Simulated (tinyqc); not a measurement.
# Worked calculation: small-signal admittance of a forward-biased p+-n diode

tinyqc, about 0.01 s, one thread, Intel Xeon 2.30GHz (shared host): `OMP_NUM_THREADS=1 python tinyqc.py 2890225 2890226 out.jsonl` Printed values are rounded.

Holes injected into a neutral base of width wb with an ohmic contact at its end; low injection, p0 far above the equilibrium density. A small voltage v exp(i w t), w = 2 pi f, modulates the edge density by p0 v/Vt, and the small-signal density obeys Dp d2p/dx2 = (1/tau + i w) p.

Values chosen for this exercise; permittivity close to that of silicon: temperature T = 275 K; relative permittivity eps_r = 11.7; donor density of the base Nd = 7.9e16 cm^-3; hole diffusion coefficient Dp = 9.8 cm^2/s; hole lifetime tau = 3e-6 s; width of the neutral base wb = 120 um; excess hole density at the junction edge p0 = 1.9e14 cm^-3; acceptor density of the p+ side Na = 4e19 cm^-3; signal frequency f = 1.3e5 Hz.

Constants: q = 1.602176634e-19 C, kB = 1.380649e-23 J/K, Vt = kB T/q, eps0 = 8.8541878128e-14 F/cm where lengths are in cm. Results are converted to the units shown.

## Closed-form admittance

L = sqrt(Dp tau); direct current J = (q Dp p0/L) coth(wb/L); k = sqrt(1 + i w tau)/L; diffusion admittance Y = (q Dp p0/Vt) k coth(k wb) = G + i w C_diff; junction capacitance C_j = sqrt(q eps0 eps_r Nd/(2 Vr)) in the depletion approximation, with the remaining barrier Vr = Vt ln(Na/p0), a rough value under forward bias; base-width modulation is left out.

L = 54.2218 um
J = 0.0563514 A/cm^2
k wb = 2.98840+2.00813i
Y = 3.11665+2.11197i S/cm^2
C_diff = 2.58561 uF/cm^2
C_j = 0.150234 uF/cm^2

G is 1.31 times its low-frequency value J/Vt, and C_diff is 17.2 times C_j.

## The same by finite differences

6 equal intervals, h = wb/6; u = small-signal density over its edge value, u_0 = 1, u_6 = 0; u_(i-1) + b u_i + u_(i+1) = 0 with b = -2 - h^2 (1/tau + i w)/Dp; Y = (q Dp p0/(Vt h)) (-b/2 - u_1), which includes the half box at the edge.

b = -2.13605-0.33339i
u, node 1 to 5: [0.577869-0.194720i, 0.299278-0.223275i, 0.135843-0.182430i, 0.051711-0.121116i, 0.014993-0.059041i]
Y on the mesh = 3.08525+2.27490i S/cm^2

Against the closed form the real part is 1.0 % below it and the imaginary part 7.7 % above it; |k h| = 0.60.
